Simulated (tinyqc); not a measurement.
# Polycrystalline film, grain-boundary barriers (Seto model): effect of the temperature

One-dimensional grains of size Lg with donors N; each boundary has Qt acceptor-like traps per area at one level Et below the band edge. Trapped electrons qt deplete a width w = qt/N (both sides together) and raise a barrier Vb = q N w^2/(8 eps0 eps_r). Current crosses the barriers by thermionic emission at small bias. Abrupt depletion, full ionisation, Boltzmann statistics.

Nc is given at 300 K and scales as (T/300 K)^1.5; mg and vc are fixed. Partly depleted grains: the density at the grain centre is n0 = N and qt = Qt/(1 + 2 (Nc/N) exp((Vb - Et)/Vt)). If that gives qt >= N Lg, the grains are fully depleted: qt = N Lg, w = Lg and n0 = 2 Nc exp((Vb - Et)/Vt)/(Qt/(N Lg) - 1). Resistivity: barriers rb = Vt exp(Vb/Vt)/(q n0 vc Lg), grain interior rg = (1 - w/Lg)/(q mg N); effective mobility 1/(q N (rb + rg)).

Values chosen for this exercise; values close to those of polycrystalline silicon: relative permittivity of the semiconductor eps_r = 11.7; grain size Lg = 80 nm; trap density at a boundary Qt = 1.8e12 cm^-2; donor density N = 2e17 cm^-3; mobility inside a grain mg = 330 cm^2/(V s); collection velocity at the barrier vc = 7.2e6 cm/s; conduction-band density of states at the reference temperature Nc = 2.8e19 cm^-3; trap level below the band edge Et = 0.45 eV.

Constants: q = 1.602176634e-19 C, kB = 1.380649e-23 J/K, Vt = kB T/q, eps0 = 8.8541878128e-14 F/cm where lengths are in cm. Results are converted to the units shown.

Results:
```
T (K),w/Lg,Vb (V),n0 (cm^-3),resistivity (ohm cm)
220,1.000,0.2475,6.446e15,1.486e5
250,1.000,0.2475,2.814e16,8077
310,0.9933,0.2442,2.000e17,135.0
340,0.9596,0.2279,2.000e17,37.90
370,0.9246,0.2116,2.000e17,13.16
400,0.8884,0.1953,2.000e17,5.404
430,0.8510,0.1792,2.000e17,2.544
```

Estimate the missing row, T = 280 K.

Computed row:
```
T (K),w/Lg,Vb (V),n0 (cm^-3),resistivity (ohm cm)
280,1.000,0.2475,9.134e16,814.2
```

With this row back in the table: As T goes from 220 to 430 K, the barrier falls from 0.247 to 0.179 V and the resistivity falls from 1.49e5 to 2.54 ohm cm. The grains are fully depleted in 3 of the 8 rows. The activation energy between the first two rows is 0.460 eV.

Numbers from tinyqc (`OMP_NUM_THREADS=1 python tinyqc.py 2610145 2610146 out.jsonl`; about 0.01 s on one thread of a shared Intel Xeon 2.30GHz).
